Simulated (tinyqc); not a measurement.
Classical Heisenberg spin chain: exact results, Metropolis, heat-bath and over-relaxation steps, and a Monte Carlo run: one step, computed by the program tinyqc.

E = -J sum_i s_i . s_(i+1) for unit vectors s_i on an open chain; K = J/(k_B T).

Problem. Exact results. Each bond angle is independent, so u = <s_i . s_(i+1)> = coth K - 1/K, <s_i . s_(i+n)> = u^n, correlation length xi = -1/ln|u|, energy per bond -J u, heat capacity per bond c/k_B = 1 - K^2/sinh^2 K, and for the long chain chi = mu^2 (1 + u)/(3 k_B T (1 - u)) per spin.

Inputs (values chosen for the exercise, for a model chain of large moments): coupling J = -9.8 meV; temperature T = 33.3 K; moment mu = 6.8 mu_B.

Constants: k_B = 8.617333262e-05 eV/K; mu_B = 5.7883818060e-05 eV/T.

Give: K; u; xi; energy per bond; heat capacity; chi over the Curie value; chi.

Solution.

K = -3.415

u = -0.7093

xi = 2.912 sites

energy per bond = -6.952 meV

heat capacity = 0.9495 k_B/bond

chi over the Curie value = 0.1700

chi = 0.05287 mu_B/T per spin

For |K| >> 1, |u| = 1 - 1/|K| and xi = |K| - 1/2 = 2.92: the chain orders only at T = 0, and c tends to k_B, not to zero, a failure of classical spins.
